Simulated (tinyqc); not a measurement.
Inside a calculation. Method: plane-wave Kohn-Sham cycle with exchange-only LDA in a layered model solid. Computed by tinyqc, a small Python program that keeps every step. Settings: points = 16, plane-wave index or count = 2, electrons = 2, k points = 4, area = 21.0, mixing = 0.1, iteration cap = 78, Pulay depth = 5. Command: `OMP_NUM_THREADS=1 python tinyqc.py 31136 31137 out.jsonl` (the two numbers bound the seeds that draw the settings). One thread of a shared host (Intel(R) Xeon(R) Processor @ 2.60GHz), about 0.01 s of CPU time with the checks. Later iterations appear only in the table of the cycle.

## Iteration 1: potential

A solid whose potential varies along x alone (atomic units):
```
parameter                      value
period a                    9.800000
cross-section of the cell  21.000000
electrons per cell                 2
grid points                       16
plane waves -n..n, n               2
k points                           4
V1 in V1 cos(2 pi x/a)     -0.370000
V2 in V2 cos(4 pi x/a)     -0.180000
```

density at the start, on the grid x_j = j a/N (e/bohr^3): [0.009718, 0.009718, 0.009718, 0.009718, 0.009718, 0.009718, 0.009718, 0.009718, 0.009718, 0.009718, 0.009718, 0.009718, 0.009718, 0.009718, 0.009718, 0.009718]

V_H(G) = 4 pi rho(G)/G^2 for G != 0 (uniform background); v_x = -(3 rho/pi)^(1/3); V = V_ext + V_H + v_x; Fourier components f(G_m) = (1/N) sum_j f(x_j) exp(-i G_m x_j).

Potentials on the grid (hartree):
```
x         V_ext     V_H      v_x        V
0.0000  -0.5500  0.0000  -0.2101  -0.7601
0.6125  -0.4691  0.0000  -0.2101  -0.6793
1.2250  -0.2616  0.0000  -0.2101  -0.4718
1.8375  -0.0143  0.0000  -0.2101  -0.2245
2.4500   0.1800  0.0000  -0.2101  -0.0301
3.0625   0.2689  0.0000  -0.2101   0.0587
3.6750   0.2616  0.0000  -0.2101   0.0515
4.2875   0.2146  0.0000  -0.2101   0.0044
4.9000   0.1900  0.0000  -0.2101  -0.0201
5.5125   0.2146  0.0000  -0.2101   0.0044
6.1250   0.2616  0.0000  -0.2101   0.0515
6.7375   0.2689  0.0000  -0.2101   0.0587
7.3500   0.1800  0.0000  -0.2101  -0.0301
7.9625  -0.0143  0.0000  -0.2101  -0.2245
8.5750  -0.2616  0.0000  -0.2101  -0.4718
9.1875  -0.4691  0.0000  -0.2101  -0.6793
```

V(G_m), m = 0, 1, 2, ... (hartree): [-0.2101, -0.1850, -0.0900, 0.0000, 0.0000]

## Iteration 1: Hamiltonian at one k

k = 0.1250 2 pi / a

H(m,m') = (k + G_m)^2/2 delta + V(G_m - G_m'), with V(-G) = V(G).

H (hartree), order -2, -1, +0, +1, +2:
```
[[0.5124, -0.1850, -0.0900, 0.0000, 0.0000],
 [-0.1850, -0.0528, -0.1850, -0.0900, 0.0000],
 [-0.0900, -0.1850, -0.2069, -0.1850, -0.0900],
 [0.0000, -0.0900, -0.1850, 0.0500, -0.1850],
 [0.0000, 0.0000, -0.0900, -0.1850, 0.7180]]
```

## Iteration 1: levels at that k

Diagonalise the Hermitian matrix.

eigenvalues (hartree): [-0.4633, 0.0157, 0.1282, 0.5712, 0.7687]

## Iteration 1: new density

Motion across x is left out: the lowest 1 band(s) hold two electrons at each of the k points (j + 1/2)/nk - 1/2. Residual R = rho(out) - rho(in); rho(new) = rho(in) + 0.1 R. rho(out) = 2/(a A nk) sum |psi|^2 with psi = sum c exp(i G x). Harris energy E = band energy - dV sum rho (V_H/2 + v_x) + (3/4) dV sum rho v_x with rho(in), dV = a A/N, band energy = (2/nk) sum of the filled levels.

rho(out) (e/bohr^3): [0.035734, 0.030432, 0.018592, 0.007896, 0.002246, 0.000449, 0.000103, 0.000095, 0.000128, 0.000095, 0.000103, 0.000449, 0.002246, 0.007896, 0.018592, 0.030432]

density after iteration 1 (e/bohr^3): [0.012320, 0.011790, 0.010606, 0.009536, 0.008971, 0.008791, 0.008757, 0.008756, 0.008759, 0.008756, 0.008757, 0.008791, 0.008971, 0.009536, 0.010606, 0.011790]

energy per cell = -0.819059 hartree

## Iteration 2: potential

As before.

Potentials on the grid (hartree):
```
x         V_ext      V_H      v_x        V
0.0000  -0.5500   0.0541  -0.2274  -0.7234
0.6125  -0.4691   0.0481  -0.2241  -0.6451
1.2250  -0.2616   0.0327  -0.2164  -0.4453
1.8375  -0.0143   0.0131  -0.2088  -0.2101
2.4500   0.1800  -0.0059  -0.2046  -0.0305
3.0625   0.2689  -0.0216  -0.2032   0.0441
3.6750   0.2616  -0.0329  -0.2030   0.0258
4.2875   0.2146  -0.0397  -0.2030  -0.0281
4.9000   0.1900  -0.0419  -0.2030  -0.0549
5.5125   0.2146  -0.0397  -0.2030  -0.0281
6.1250   0.2616  -0.0329  -0.2030   0.0258
6.7375   0.2689  -0.0216  -0.2032   0.0441
7.3500   0.1800  -0.0059  -0.2046  -0.0305
7.9625  -0.0143   0.0131  -0.2088  -0.2101
8.5750  -0.2616   0.0327  -0.2164  -0.4453
9.1875  -0.4691   0.0481  -0.2241  -0.6451
```

V(G_m), m = 0, 1, 2, ... (hartree): [-0.2098, -0.1668, -0.0897, -0.0003, 0.0000]

## Iteration 2: Hamiltonian at one k

k = 0.1250 2 pi / a

As before.

H (hartree), order -2, -1, +0, +1, +2:
```
[[0.5128, -0.1668, -0.0897, -0.0003, 0.0000],
 [-0.1668, -0.0524, -0.1668, -0.0897, -0.0003],
 [-0.0897, -0.1668, -0.2066, -0.1668, -0.0897],
 [-0.0003, -0.0897, -0.1668, 0.0503, -0.1668],
 [0.0000, -0.0003, -0.0897, -0.1668, 0.7183]]
```

## Iteration 2: levels at that k

As before.

eigenvalues (hartree): [-0.4340, 0.0198, 0.1124, 0.5629, 0.7613]

## Iteration 2: new density

B (overlaps of the stored error matrices):
```
[[2.4445951e-03, 2.1708889e-03],
 [2.1708889e-03, 1.9279726e-03]]
```

Motion across x is left out: the lowest 1 band(s) hold two electrons at each of the k points (j + 1/2)/nk - 1/2. Residual R = rho(out) - rho(in); rho(new) = rho(in) + 0.1 R; Pulay mixing then takes sum c_i of the stored mixed densities, with c from B_ij = sum R_i R_j as in DIIS. rho(out) = 2/(a A nk) sum |psi|^2 with psi = sum c exp(i G x). Harris energy E = band energy - dV sum rho (V_H/2 + v_x) + (3/4) dV sum rho v_x with rho(in), dV = a A/N, band energy = (2/nk) sum of the filled levels.

rho(out) (e/bohr^3): [0.035295, 0.030144, 0.018600, 0.008077, 0.002409, 0.000530, 0.000139, 0.000122, 0.000153, 0.000122, 0.000139, 0.000530, 0.002409, 0.008077, 0.018600, 0.030144]

DIIS coefficients: [-7.8895, 8.8895]

density after iteration 2 (e/bohr^3): [0.032743, 0.028105, 0.017712, 0.008239, 0.003138, 0.001448, 0.001096, 0.001081, 0.001109, 0.001081, 0.001096, 0.001448, 0.003138, 0.008239, 0.017712, 0.028105]

energy per cell = -0.764057 hartree

## Convergence

Stop when sqrt(dV sum R^2) is below 1e-8, dV = a A/N.

Course of the cycle:
```
iteration  E (hartree)  norm of the residual
1            -0.819059              1.77e-01
2            -0.764057              1.57e-01
3            -0.575965              4.74e-02
4            -0.582634              4.63e-02
5            -0.614033              8.20e-02
6            -0.569235              8.49e-03
7            -0.569108              6.99e-03
8            -0.577212              3.61e-02
9            -0.568863              8.21e-04
10           -0.572428              2.46e-02
11           -0.568987              5.00e-03
12           -0.568860              1.93e-04
13           -0.568859              7.72e-05
14           -0.568859              1.86e-06
15           -0.568859              2.81e-09
```

Converged in 15 iterations. Before convergence this energy mixes input and output and is not variational, so it may rise towards its limit.
